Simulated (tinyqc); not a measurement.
Nanosheet or nanowire with hard walls, valleys of the Si type: sweeps and comparisons. A value that a table varies takes the place of the one given here.

Six ellipsoidal valleys along the cube axes: inverse mass tensor w = 1/mt + (1/ml - 1/mt) a a^T with a the unit axis. Device axes: x along the channel, z = [001], y = z x x.

Hard walls around a W x H rectangle. The block w_c of w in (y, z) confines; the transport mass follows from 1/m_x = w_xx - w_xc w_c^-1 w_cx. The cross-section problem c (w_yy ky^2 + 2 w_yz ky kz + w_zz kz^2), c = hbar^2/2m0, is solved in products sin(n pi y/W) sin(l pi z/H), n, l = 1 to 12; if w_yz = 0 the levels are c pi^2 (w_yy n^2/W^2 + w_zz l^2/H^2). The w_yz term couples (n, l) to (n', l') by -2 c w_yz D_nn'(W) D_ll'(H) with D_nm(L) = 4 n m/(L (n^2 - m^2)) for n + m odd and 0 otherwise.

Without degeneracy the line density is N1 exp((EF - Ec)/kB T) with N1 = sum 2 g sqrt(m_x kB T/(4 pi c)) exp(-E/kB T), here over n, l up to 80 where w_yz = 0 and over all levels of a 12 x 12 sine basis otherwise; the classical value is W H Nc with Nc = 2 g_all (m_dos kB T/(4 pi c))^(3/2), m_dos = (ml mt^2)^(1/3); dVt = kB T ln(W H Nc/N1).

Constants: hbar^2/2m0 = 3.80998211 eV angstrom^2; kB = 8.617333262e-05 eV/K.

Values chosen for the exercise (near those of Si; the results hold for these values, not for the real material):
```
symbol   value                            unit      meaning
ml       0.902                            m0        longitudinal mass
mt       0.19                             m0        transverse mass
T        350                              K         temperature
g_all    6                                          number of valleys
channel  110                                        transport direction x on a (001) wafer
H        30                               angstrom  height, along z = [001]
Ws       (25, 35, 50, 75, 110, 170, 260)  angstrom  widths
W        175                              angstrom  width, along y
```

## From wire to sheet

Valleys:
```
group  valleys g     w_yy     w_zz   |w_yz|  m_x (m0)
A              2  5.26316  1.10865  0.00000   0.19000
B              4  3.18590  5.26316  0.00000   0.54600
```

Lowest level of each group (groups ordered by w_zz, then w_yy) and dVt against the width.

Results:
```
W (angstrom)  A1 (eV)  B1 (eV)  dVt (mV)
25             0.3630   0.4116     331.1
35             0.2079   0.3177     199.1
50             0.1255   0.2678     129.1
75             0.0815   0.2412      96.8
110            0.0627   0.2298      84.8
170            0.0532   0.2240      78.0
260            0.0492   0.2217      74.4
```

dVt falls from 331 to 74 mV. Group A is lowest at every width, by 49 meV in the narrowest and 172 meV in the widest. At the widest W the lowest level is 0.0492 eV; the film limit c pi^2 w_zz/H^2 of that group is 0.0463 eV.

## Channel direction

The same rectangle along [100] and [110]; groups ordered by w_zz, then w_yy.

Lowest level of each group:
```
channel, group  valleys g   w_yy   w_zz  |w_yz|  m_x (m0)  E (eV)
[100] A                 2  5.263  1.109   0.000     0.190  0.0528
[100] B                 2  1.109  5.263   0.000     0.190  0.2213
[100] C                 2  5.263  5.263   0.000     0.902  0.2264
[110] A                 2  5.263  1.109   0.000     0.190  0.0528
[110] B                 4  3.186  5.263   0.000     0.546  0.2238
```

The lowest subband has m_x = 0.190 m0 and 2 valleys along [100], and 0.190 m0 and 2 valleys along [110]; its edge lies at 0.0528 and 0.0528 eV. These valleys have their axis along z, so turning the channel in the wafer plane leaves them alone; only the higher groups change.

## What each parameter does

E1 and E2 are the two lowest subband edges over all groups. Each row changes one parameter from the base and keeps the others.

Results:
```
case              E1 (eV)  E2 - E1 (meV)  m_x of lowest (m0)  dVt (mV)
base               0.0528           19.4               0.190      77.7
W = 190 angstrom   0.0518           16.4               0.190      76.9
H = 24 angstrom    0.0788           19.4               0.190      97.8
T = 400 K          0.0528           19.4               0.190      83.0
ml = 0.992 m0      0.0486           19.4               0.190      74.8
mt = 0.171 m0      0.0535           21.5               0.171      78.5
```

The largest shifts from the base row, up to three for each result and ties (the steps differ in size, so this ranks the rows, not the parameters). E1 (eV): H +0.0261, ml -0.0042, W -0.0010; unchanged at the printed digits by T. E2 - E1 (meV): W -2.9, mt +2.2; unchanged at the printed digits by H, T and ml. m_x of lowest (m0): mt -0.019; unchanged at the printed digits by W, H, T and ml. dVt (mV): H +20.0, T +5.2, ml -2.9.

(tinyqc, `OMP_NUM_THREADS=1 python tinyqc.py 1251548 1251549 out.jsonl`, Intel(R) Xeon(R) Processor @ 2.30GHz, 1 thread, shared host, about 0.03 s.)
